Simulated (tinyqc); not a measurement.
Worked calculation: Monte Carlo simulation of one carrier in a uniform electric field. Computed by tinyqc, a small Python program that keeps every step. Command: `OMP_NUM_THREADS=1 python tinyqc.py 3000284 3000285 out.jsonl mcfl walk`. One thread of a shared host (Intel(R) Xeon(R) Processor @ 2.30GHz), about 2 s of CPU time with the checks. Intermediate numbers are printed to about 6 digits and carried at full precision; extremes and crossings named in words are read from the listed rows.

The force e F acts along +z. Flights end at the constant total rate Gamma; the part of Gamma that the real rates do not fill is self-scattering, which leaves k unchanged. One valley, no impurities; equivalent final valleys enter only through Z_f in the optical rate.

Inputs (values chosen for the exercise, for a model non-polar semiconductor):

| quantity | value | unit |
|---|---|---|
| effective mass m | 0.356 | m_0 |
| non-parabolicity alpha | 0.78 | 1/eV |
| density rho | 5220 | kg/m^3 |
| sound velocity v_l | 4260 | m/s |
| acoustic deformation potential D_A | 10 | eV |
| phonon energy hbar w | 89.5 | meV |
| optical or intervalley deformation potential D_o | 9.8 | 1e8 eV/cm |
| final valleys Z_f | 5 | - |
| lattice temperature T | 150 | K |
| electric field F | 24 | kV/cm |
| energy E_max up to which Gamma must cover the rates | 0.6 | eV |
| seed of the random numbers | 40754 | - |

Crystal: non-polar. Band: Kane.

starting wave vector (1/nm): -0.17  -0.14  0.1

Constants: k_B = 1.380649e-23 J/K; e = 1.602176634e-19 C; hbar = 1.054571817e-34 J s; m_0 = 9.1093837015e-31 kg; hbar = 6.582119569e-16 eV s; k_B = 8.617333262e-05 eV/K.

## Total rate Gamma

Kane band: hbar^2 k^2/(2 m) = E (1 + alpha E), speed v = hbar k/(m (1 + 2 alpha E)), states per spin, volume and energy g(E) = m k (1 + 2 alpha E)/(2 pi^2 hbar^2); overlap factors are set to 1. Masses are multiplied by m_0 and all formulas are in SI units. Phonon occupation N_q = 1/(exp(hbar w/(k_B T)) - 1). Acoustic deformation potential (elastic, equipartition, absorption and emission together): 1/tau = 2 pi k_B T D_A^2 g(E)/(hbar rho v_l^2). Optical or intervalley deformation potential: 1/tau = (pi Z_f D_o^2/(rho w)) [N_q g(E + hbar w) + (N_q + 1) g(E - hbar w)], with g = 0 below the band edge. Gamma is 1.05 times the largest total rate on the grid E = (j + 1/2) E_max/400, j = 0..399.

largest total rate = 64.8136 1e12/s

energy of the largest rate = 599.25 meV

Gamma = 68.0543 1e12/s

## Flight 1

Random numbers (0.02 to 0.98, from up to 60 sets tried for early real events), one row a flight:
```
       r1      r2      r3      r4
1  0.4287  0.7632  0.8379  0.2649
2  0.1518  0.2053  0.2695  0.7231
3  0.8216  0.2225  0.8752  0.9424
4  0.1828  0.8670  0.7307  0.0653
5  0.1875  0.3226  0.5345  0.2299
6  0.9408  0.8296  0.2167  0.1575
7  0.7552  0.8458  0.6197  0.6099
```

Flight: t = -ln(r1)/Gamma; k_z grows by e F t/hbar; E follows from the band; dz = (E_end - E_start)/(e F). Use row 1 of the random numbers.

flight time t = 12.4459 fs

k at the end of the flight (1/nm): -0.170000  -0.140000  0.145381

energy at the end = 7.40971 meV

displacement dz = 0.491336 nm

## Scattering event 1

Choice: with cumulative rates in the order acoustic, absorption, emission, the process is the first whose sum exceeds r2 Gamma; if none, self-scattering. Final state: E' = E, E + hbar w or E - hbar w gives k'. Isotropic processes: cos(theta) = 1 - 2 r3 from the z axis, phi = 2 pi r4, k' (sin theta cos phi, sin theta sin phi, cos theta).

cumulative rates (1e12/s): acoustic 1.31848, absorption 1.32750, emission 1.32750

r2 Gamma = 51.9390 1e12/s

Process chosen: self-scattering

k after event 1, the start of the next flight (1/nm): -0.170000  -0.140000  0.145381

## Flight 2

Use row 2 of the random numbers.

flight time t = 27.7013 fs

k at the end of the flight (1/nm): -0.170000  -0.140000  0.246386

energy at the end = 11.5828 meV

displacement dz = 1.73880 nm

## Scattering event 2

The formulas are those given above.

cumulative rates (1e12/s): acoustic 1.66176, absorption 1.67103, emission 1.67103

r2 Gamma = 13.9715 1e12/s

Process chosen: self-scattering

k after event 2, the start of the next flight (1/nm): -0.170000  -0.140000  0.246386

## All printed flights

Drift estimate: sum dz / sum t.

Flights:

| flight | t (fs) | E at the end (meV) | dz (nm) | process | k_x (1/nm) | k_y (1/nm) | k_z (1/nm) |
|---|---|---|---|---|---|---|---|
| 1 | 12.4459 | 7.4097 | 0.49134 | self-scattering | -0.17 | -0.14 | 0.145381 |
| 2 | 27.7013 | 11.5828 | 1.73880 | self-scattering | -0.17 | -0.14 | 0.246386 |
| 3 | 2.8874 | 12.1396 | 0.23200 | self-scattering | -0.17 | -0.14 | 0.256915 |
| 4 | 24.9707 | 17.8988 | 2.39965 | self-scattering | -0.17 | -0.14 | 0.347964 |
| 5 | 24.5977 | 25.1945 | 3.03986 | self-scattering | -0.17 | -0.14 | 0.437653 |
| 6 | 0.8967 | 25.4902 | 0.12322 | self-scattering | -0.17 | -0.14 | 0.440923 |
| 7 | 4.1257 | 26.8775 | 0.57804 | self-scattering | -0.17 | -0.14 | 0.455966 |

drift estimate from these flights = 88121.6 m/s

7 of the 7 flights end in self-scattering. So few flights say little about the drift velocity: the estimate is noise at this length.

## Low-field mobility from the linear Boltzmann equation

On the grid E_j = (j + 1/2) hbar w/12 up to 20 k_B T + 2 hbar w, solve (sum of rates) l(E) = v(E); mu_0 = e sum g v l exp(-E/k_B T)/(3 k_B T sum g exp(-E/k_B T)).

low-field mobility mu_0 = 1936.23 cm^2/(V s)

## Long runs: velocity against field

Each row: 250 carriers from a thermal start, 1600 flights each, the first half discarded, random numbers not printed; the error is the standard error over ten groups; the mean energy is taken at the ends of flights, which sample time evenly. Fields at which more than 0.02 % of the events exceed Gamma are left out.

Monte Carlo results:

| F (kV/cm) | drift velocity (1e5 m/s) | error (1e5 m/s) | mu_0 F (1e5 m/s) | mean energy (meV) | real events (%) |
|---|---|---|---|---|---|
| 6 | 0.476 | 0.0120 | 1.16174 | 49.5 | 5.75 |
| 12 | 0.679 | 0.0090 | 2.32348 | 62.7 | 7.46 |
| 24 | 0.889 | 0.0095 | 4.64696 | 87.2 | 11.10 |
| 48 | 1.010 | 0.0079 | 9.29392 | 134.0 | 18.30 |

At the lowest field the drift velocity is 0.41 +/- 0.01 of the ohmic value mu_0 F, at the highest 0.11 +/- 0.00. The mean energy goes from 50 to 134 meV against the parabolic-band thermal value 3 k_B T/2 = 19 meV: the carriers heat, more of them reach the emission threshold, where they lose momentum, and the curve bends below the ohmic line. Only 6 to 18 % of the events are real; the rest is the price of a constant Gamma. Where hbar w is several k_B T, energy relaxes slowly and the low-field energies may still be drifting.

Checks made by the program: energy gained in the printed flights against e F dz (relative difference below 1e-10).
